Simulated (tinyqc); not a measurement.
Input admittance of a MOSFET at zero drain bias: distributed channel and distributed gate: one step of the calculation.

Source and drain grounded, strong inversion, w = 2 pi f, Cox = eps0 eox/tox. The channel is an RC line of resistance 1/(mu Cox Vo) per square fed from both ends, so one finger has the intrinsic admittance y = i w Cox L tanh(g)/g per width, g = (1/2) sqrt(i w tau), tau = L^2/(mu Vo). The vertical resistance rv/L is in series with y, the overlaps 2 i w Cov in parallel: y_t = 1/(1/y + rv/L) + 2 i w Cov. The gate strip is a line of Rsh/L per length loaded by y_t, so a finger has Y = y_t Wf tanh(k)/k, k = (Wf/sd) sqrt(y_t Rsh/L); the device has Nf Y.

Task. Low-frequency resistances and capacitance. Low-frequency limits, with c = Cox L and ct = c + 2 Cov: R_strip = Rsh Wf/(3 sd^2 L Nf), R_ch = (c/ct)^2 L/(12 mu Cox Vo Wf Nf), R_vert = (c/ct)^2 rv/(L Wf Nf), C = ct Wf Nf.

Parameters, values chosen for the exercise; values of the order met in silicon radio-frequency transistors:
```
symbol,value,unit,meaning
eox,22,,relative permittivity of the gate insulator (close to hafnium oxide)
tox,17,nm,insulator thickness
L,0.33,um,channel length
Wf,0.55,um,finger width
Nf,1,,number of fingers
mu,180,cm^2/(V s),channel mobility
Vo,0.42,V,gate overdrive
Rsh,16,ohm/square,sheet resistance of the gate
rv,4.1,ohm um^2,vertical resistivity of the gate stack
sd,1,,number of ends at which a finger is contacted
Cov,0.15,fF/um,overlap and fringe capacitance on each side
```

Constants: eps0 = 8.8541878128e-14 F/cm where lengths are in cm. Results are converted to the units shown.

Wanted: parts; sum; C; 1/(2 pi R C).

Result.

parts (ohm): strip 8.8889, channel 495.46, vertical 19.391
sum = 523.74 ohm
C = 2.2447 fF
1/(2 pi R C) = 135.38 GHz

The channel term is the largest, 94.6 % of the sum.

tinyqc, about 0.01 s, one thread, Intel Xeon 2.30GHz (shared host): `OMP_NUM_THREADS=1 python tinyqc.py 2262024 2262025 out.jsonl`
